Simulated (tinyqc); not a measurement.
Inside a calculation. Model: vibrations of a mass or spring defect in a linear chain. Computed by tinyqc, a small Python program that keeps every step. Command: `OMP_NUM_THREADS=1 python tinyqc.py 3031649 3031650 out.jsonl localmode walk`. One thread of a shared host (Intel(R) Xeon(R) Processor @ 2.30GHz), about 0.01 s of CPU time with the checks. Intermediate numbers are printed to about 5 digits and carried at full precision; extremes and crossings named in words are read from the listed rows.

A ring of N atoms with nearest-neighbour springs k and motion along the chain. Atom 1 is the defect, of mass M', and its two springs are k'. All other atoms have the mass M.

Inputs (values chosen for the exercise, for a model chain):

| quantity | value | unit |
|---|---|---|
| spring constant k | 2.38 | eV/angstrom^2 |
| host mass M | 51.1 | u |
| defect mass M' | 24.6 | u |
| spring ratio k'/k at the defect | 1 | - |
| atoms in the ring N | 6 | - |
| isotope mass step | 2 | u |

Host: monatomic.

Constants: nu for 1 eV/(angstrom^2 u) = 15.6333042 THz.

## Band edges of the host

Host band: lambda from 0 to 4k/M. nu = 15.6333042 THz x sqrt(lambda), lambda in eV/(angstrom^2 u).

band edges (THz): 0.0000  6.7477

## Dynamical matrix of the ring

D_ii = (sum of the two springs at i)/M_i, D_ij = -k_ij/sqrt(M_i M_j) for neighbours, closed into a ring.

D (eV/(angstrom^2 u)), lower triangle (symmetric):
```
          1         2         3         4         5        6
1   0.19350
2  -0.06713   0.09315
3   0.00000  -0.04658   0.09315
4   0.00000   0.00000  -0.04658   0.09315
5   0.00000   0.00000   0.00000  -0.04658   0.09315
6  -0.06713   0.00000   0.00000   0.00000  -0.04658  0.09315
```

## Frequencies of the ring

Diagonalise D and leave out the zero eigenvalue of the uniform shift.

nonzero frequencies (THz): 3.3739  3.6864  5.8437  6.2949  7.8977

1 mode(s) lie outside the host bands, at 7.898 THz.

## The highest mode of a long ring

The same matrix for 120 atoms; amplitudes are the mass-weighted eigenvector, in size, relative to the defect, for the highest mode; its weight is the squared component of the normalised eigenvector on the defect.

highest frequency, long ring = 7.8919 THz

weight of the highest mode on the defect = 0.68299

amplitudes on atoms 1 to 8: 1.0000  0.4569  0.1448  0.0459  0.0146  0.0046  0.0015  0.0005

ratio to the top of the host band = 1.1696

A local mode: it lies 17.0 % above the host band and its amplitude falls by a factor 9.95 every two atoms beyond the first neighbour.

## Closed form for a light mass defect

With eps = 1 - M'/M and unchanged springs, the Green-function condition of the infinite chain gives nu = nu_max/sqrt(1 - eps^2), with nu_max the upper band edge, and the displacement alternates in sign and falls by (1 - eps)/(1 + eps) an atom.

eps = 0.51859

local-mode frequency = 7.8919 THz

decay factor per atom = 0.31701

## Convergence with the size of the ring

The formulas are those given above.

Highest mode:

| N | frequency (THz) | weight on the defect | modes outside the bands |
|---|---|---|---|
| 4 | 7.9462 | 0.64892 | 1 |
| 6 | 7.8977 | 0.67522 | 1 |
| 8 | 7.8925 | 0.68179 | 1 |
| 12 | 7.8919 | 0.68297 | 1 |
| 20 | 7.8919 | 0.68299 | 1 |
| 40 | 7.8919 | 0.68299 | 1 |
| 80 | 7.8919 | 0.68299 | 1 |
| 120 | 7.8919 | 0.68299 | 1 |

The local mode is within 0.01 % of its final value from N = 8 on, and its weight on the defect settles at 0.683: a bound mode needs only a cell larger than its decay length.

## Isotope shift of the local mode

Raise M' by the isotope step in the 120-atom ring. First order, good only for a step much smaller than M': Delta nu/nu = -(1/2) (weight on the defect) Delta M'/M'; a defect vibrating against fixed neighbours would give sqrt(M'/(M' + step)) - 1.

shift, exact = -2.5691 %

shift, first order = -2.7764 %

shift, fixed neighbours = -3.8329 %

The shift is 67 % of the fixed-neighbour value; all other atoms together carry 32 % of the kinetic energy of the mode.

Checks made by the program: closed form against the long ring (relative difference below 1e-10).
